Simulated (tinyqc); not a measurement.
Transfer curve: field-effect mobility of a thin-film transistor with band-tail and deep states (multiple trapping). Computed by tinyqc, a small Python program. Command: `OMP_NUM_THREADS=1 python tinyqc.py 3017285 3017286 out.jsonl tft walk`. One thread of a shared host (Intel(R) Xeon(R) Processor @ 2.30GHz), about 0.08 s of CPU time with the checks.

A thick film in accumulation at small drain voltage. Only free electrons move; trapped ones still screen the gate. N_c and mu_0 are held fixed when T changes, leaving out the T^(3/2) growth of N_c. x = E_0 - psi is the distance of the Fermi level below the band edge.

Inputs (values chosen for the exercise, modelled on amorphous In2O3):
```
quantity,value,unit
permittivity eps,9,-
effective density of states N_c,3.8e+18,1/cm^3
band mobility mu_0,68,cm^2/(V s)
tail density at the edge g_t,4.1e+19,1/(eV cm^3)
tail width E_t,22,meV
deep-state density g_d,2.8e+15,1/(eV cm^3)
"flat-band Fermi level below the edge, E_0",0.38,eV
equivalent oxide thickness t,34,nm
temperature T,250,K
```

Deep states: included.

Constants: k_B = 8.617333262e-05 eV/K; e = 1.602176634e-19 C; eps_0 = 8.8541878128e-12 F/m.

Method:
- F_j(eta) = int_0^infinity x^j/(1 + exp(x - eta)) dx, without a gamma-function factor.
- Integrals over x = E/(k_B T) use 160 Gauss-Legendre points in u = sqrt(x) from 0 to sqrt(max(eta, 0) + 32).
- Free n(x) = N_c (2/sqrt(pi)) F_1/2(-x/k_B T), with F_1/2 from its two-term series in exp(-x/k_B T) for x >= 12 k_B T; tail n_t(x) = int_0^1.2eV g_t exp(-E/E_t)/(1 + exp((x - E)/k_B T)) dE, E counted down from the edge, 120 Gauss-Legendre points; deep charge g_d psi; space charge rho(psi) = n + n_t + g_d psi less its value at psi = 0.
- Poisson: F(psi) = sqrt((2 e/(eps eps_0)) int_0^psi rho dpsi'); V_G - V_FB = psi_s + eps F(psi_s) t/3.9; free sheet density N_f = int (n - n(E_0))/F dpsi; induced sheet density N_i = eps eps_0 F(psi_s)/e; trapezoid rule on 301 even points in psi, the first interval left out of N_f.
- mu_eff = mu_0 N_f/N_i; field-effect mobility mu_FE = mu_0 e (dN_f/dV_G)/C_ox and swing S = dV_G/dlog10(N_f), by a central difference of +/- 2 mV in psi_s; C_ox = 3.9 eps_0/t.

Against the band bending:
```
psi_s (V),V_G - V_FB (V),N_f (1/cm^2),mu_eff (cm^2/(V s)),mu_FE (cm^2/(V s)),S (mV/decade)
0.13,0.1558,2.8995e+08,1.207,0.910,78.8
0.19,0.2381,2.5786e+09,5.755,6.118,104.2
0.24,0.3441,1.3780e+10,14.200,16.135,211.1
0.27,0.4531,3.3965e+10,19.897,23.121,363.0
0.30,0.6316,7.9105e+10,25.591,30.638,638.0
0.33,0.9324,1.7763e+11,31.632,39.093,1122.8
0.36,1.4386,3.8560e+11,38.351,48.312,1972.0
0.39,2.2524,7.8646e+11,45.300,56.367,3446.6
0.42,3.4331,1.4384e+12,51.212,61.316,5794.1
```

What does the comparison show, and why?

The steepest swing among the rows is 79 mV/decade. mu_eff climbs from 1.2 to 51, 75 % of mu_0 in the last row. Between rows 6 and 7 N_f scales as (V_G - V_FB - psi_s)^1.33; an exponential tail holding all the charge would give the larger of 1 and 2 E_t/k_B T - 1, here 1.04, and free charge alone 1; charge in deep states makes the exponent larger and lets it vary with V_G.
